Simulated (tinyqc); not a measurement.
A ladder of methods, and size consistency: correlation methods against full CI in the 6-311g basis, for He, spin multiplicity 1. Computed by the program tinyqc with PySCF. All electrons correlated; +Q is the Davidson correction (1 - c0^2) E_corr. The last columns treat two copies 100 angstrom apart as one system. FCI is the lowest singlet.

Geometry (angstrom):

| atom | x | y | z |
|---|---|---|---|
| He | 0.0000 | 0.0000 | 0.0000 |

RHF energy of one = -2.859895 hartree

Correlation energies (hartree):

| method | E_corr of one | share of FCI (%) | E_corr of two at 100 angstrom | two minus twice one (mhartree) |
|---|---|---|---|---|
| MP2 | -0.012907 | 78.1132 | -0.025813 | 0.0000 |
| CISD | -0.016523 | 100.0000 | -0.032906 | 0.1399 |
| CISD+Q | -0.016594 | 100.4275 | -0.033183 | 0.0041 |
| CCSD | -0.016523 | 100.0000 | -0.033046 | 0.0000 |
| CCSD(T) | -0.016523 | 100.0000 | -0.033046 | 0.0000 |
| FCI | -0.016523 | 100.0000 | - | - |

What does the comparison show, and why?

MP2 recovers 78 %, CISD 100.0 % and CCSD 100.0 % of the FCI value (c0^2 = 0.996 in CISD). MP2 and coupled cluster are size consistent, so their last column vanishes; CISD loses 0.14 mhartree, since a double excitation on each copy is a quadruple of the pair, and the Davidson correction leaves +0.00. With two electrons, or one virtual orbital, CISD and CCSD are exact for one copy, so +Q overshoots there.
